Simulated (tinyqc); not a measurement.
Current crowding under a contact, resistor ladder against the transmission-line model: two steps of the calculation.

A metal contact of length d and width W on a thin layer of the same width. The metal has no resistance, the sheet resistance under it equals Rsh, and current enters the layer at the front edge x = 0.

Parameters, values chosen for the exercise:
```
symbol,value,unit,meaning
Rsh,870,ohm/sq,sheet resistance of the semiconductor layer
rc,1.8e-6,ohm cm^2,specific contact resistivity
d,0.073,um,contact length
W,86,um,contact width
n,7,,cells
I,5,mA,current
```

Task 1. Voltages and the share of the current. Cut the contact into n cells of length hc = d/n. Neighbouring cell centres are joined by a = W/(Rsh hc), each centre joins the metal (0 V) by g = W hc/rc, and I enters cell 1 through half a cell: -a v_(i-1) + b_i v_i - a v_(i+1) = I for i = 1 and 0 otherwise, b_i = g + 2 a (g + a at both ends). Rc = v_1/I + 1/(2 a). Cell i passes g v_i to the metal.

a = 9.4788222 S
g = 0.0049825397 S

```
cell,b_i (S)
1,9.4838048
2,18.962627
3,18.962627
4,18.962627
5,18.962627
6,18.962627
7,9.4838048
```

Find: v_i; share of the current; Rc of the ladder.

Result 1.

```
cell,v_i (mV),share of the current (%)
1,144.3,14.38
2,143.9,14.34
3,143.5,14.30
4,143.2,14.27
5,143.0,14.25
6,142.8,14.23
7,142.8,14.23
```

Rc of the ladder = 28.92 ohm

The first cell passes 14.4 % of the current and the last 14.2 %; an even spread would give 14.3 % each.

Task 2. The transmission-line result. Transfer length Lt = sqrt(rc/Rsh); front resistance Rc = (Rsh Lt/W) coth(d/Lt); end resistance Re = (Rsh Lt/W)/sinh(d/Lt). v(x) = I (Rsh Lt/W) cosh((d - x)/Lt)/sinh(d/Lt) at the cell centres x = (i - 1/2) d/n.

Give: Lt; Rc; Re; v(x).

Result 2.

Lt = 0.45486 um
Rc = 28.917 ohm
Re = 28.549 ohm

```
cell,v(x) (mV)
1,144.33
2,143.88
3,143.50
4,143.20
5,142.98
6,142.83
7,142.75
```

The ladder's Rc is within 0.01 % of this value, with cells 0.023 Lt long.

Numbers from tinyqc (`OMP_NUM_THREADS=1 python tinyqc.py 2760160 2760161 out.jsonl`; about 0.01 s on one thread of a shared Intel Xeon 2.30GHz).
